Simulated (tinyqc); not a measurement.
Inside a calculation. Model: Gupta-type many-body potential for a metal. Computed by tinyqc, a small Python program that keeps every step. Command: `OMP_NUM_THREADS=1 python tinyqc.py 3000576 3000577 out.jsonl gupta walk`. One thread of a shared host (Intel(R) Xeon(R) Processor @ 2.30GHz), about 0.01 s of CPU time with the checks. Intermediate numbers are printed to about 6 digits and carried at full precision; extremes and crossings named in words are read from the listed rows.

E_i = sum_j A exp(-p (r_ij/r0 - 1)) - xi rho_i^gamma, with rho_i = sum_j exp(-2 q (r_ij/r0 - 1)); gamma = 1/2 is the tight-binding second-moment form. The crystal is fcc unless stated; d is the neighbour distance and a fixed number of shells is kept.

Inputs (values chosen for the exercise, for a model metal): repulsion A = 0.205 eV; hopping xi = 1.17 eV; decay p = 10.3; decay q = 4.06; reference distance r0 = 2.884 angstrom; shells kept = 5; embedding exponent gamma = 0.6.

Surface: (100).

Constants: 1 eV/angstrom^3 = 160.2176634 GPa; 1 eV/angstrom^2 = 16.02176634 J/m^2.

## Equilibrium of the fcc crystal

fcc shells: d sqrt(k), k = 1..5, with 12, 6, 24, 12, 24 atoms; Omega = d^3/sqrt2. Equilibrium: dE/dd = 0; B = d^2 E''(d)/(9 Omega).

neighbour distance d = 2.87753 angstrom

lattice constant = 4.06944 angstrom

cohesive energy E_c = 2.78787 eV

bulk modulus B = 148.554 GPa

## Shell terms at equilibrium

Repulsion and density of one neighbour in each shell, and their sums.

Shells:
```
shell  count  r (angstrom)  repulsion (eV)      density
1         12       2.87753     2.09792e-01  1.01838e+00
2          6       4.06944     2.97215e-03  3.55202e-02
3         24       4.98403     1.13371e-04  2.70487e-03
4         12       5.75506     7.22088e-06  3.08568e-04
5         24       6.43435     6.38222e-07  4.55755e-05
```

repulsive energy = 2.53816 eV

density rho = 12.5034

The band term is -xi rho^gamma = -5.3260 eV; with the repulsion it gives -E_c.

## Unrelaxed vacancy

Each neighbour j of the vacancy loses one repulsive term and one density term: E_v = sum_shells count x {-repulsion - xi [(rho - density)^gamma - rho^gamma]}. (The removed atom returns to a bulk-like site, so its own energy cancels.)

vacancy energy E_v = 0.710401 eV

ratio E_v/E_c, E_c = xi rho^gamma less the repulsive energy = 0.254819

A pair potential gives E_v = E_c; here the ratio is 0.25, as the remaining bonds of the neighbours strengthen when one is lost.

## Elastic constants

Second derivatives of E/Omega at equilibrium under homogeneous strain: e_xx = h gives C11; e_xx = -e_yy = h gives 2 (C11 - C12); e_xy = e_yx = h/2 gives C44.

C11 = 171.469 GPa

C12 = 137.097 GPa

C44 = 46.4341 GPa

Cauchy pressure C12 - C44 = 90.6628 GPa

C12/C44 = 2.95; pair forces would give 1. The excess comes from the curvature of the embedding term.

## The (100) surface

Cut the crystal without relaxation; an atom in layer l keeps the neighbours that lie below the surface plane. Excess = E_i + E_c. Surface energy = sum of excesses over the layers, divided by the area per surface atom: (sqrt3/2) d^2 for (111), d^2 for (100), sqrt2 d^2 for (110).

Layers:
```
layer  nearest neighbours  repulsion (eV)      rho  excess (eV)
1                       8         1.69462   8.3603  2.99187e-01
2                      12         2.53470  12.4557  8.75777e-03
3                      12         2.53816  12.5032  4.40399e-05
```

excess per surface atom = 0.307989 eV

surface energy = 0.595944 J/m^2

## Three surfaces against bond counting

Bond counting with pair bonds charges E_c/12 for each missing nearest neighbour: 3, 4 and 6 per surface cell.

Surfaces:
```
face   missing bonds  excess (eV)  bond counting (eV)     ratio  surface energy (J/m^2)
(111)              3     0.224734             0.69697  0.322446                0.502122
(100)              4     0.307989             0.92929  0.331424                0.595944
(110)              6     0.484365             1.39393  0.347480                0.662717
```

The order of surface energies is (111) < (100) < (110), with (110)/(111) = 1.320 against 1.225 from counting first-neighbour bonds. The excess is 0.32 to 0.35 of the bond-counting value: atoms with fewer neighbours have stronger bonds. Further shells enter the excess but not the count. Caution: relaxation, left out here, lowers surface energies.

## Energy against coordination

Nearest neighbours only, z equal bonds relaxed to their best length: r/r0 = 1 + ln[A p z^(1 - gamma)/(2 q gamma xi)]/(p - 2 q gamma), E = z A exp(-p (r/r0 - 1)) - xi [z exp(-2 q (r/r0 - 1))]^gamma.

Relaxed bonds:
```
z   r (angstrom)  E per atom (eV)  E/z (eV)
1        2.35634         -1.50353  -1.50353
2        2.50365         -1.77685  -0.88843
3        2.58983         -1.95923  -0.65308
4        2.65097         -2.09987  -0.52497
6        2.73714         -2.31539  -0.38590
8        2.79828         -2.48160  -0.31020
9        2.82331         -2.55304  -0.28367
12       2.88445         -2.73631  -0.22803
```

Bonds lengthen from 2.356 to 2.884 angstrom between z = 1 and 12, and |E| grows as z^0.241, the exponent gamma (p - 2q)/(p - 2 q gamma) = 0.241; pair bonds would give z^1 at a fixed length.

Checks made by the program: sum of the shell terms (relative difference below 1e-10); (C11 + 2 C12)/3 against B (relative difference below 1e-10).
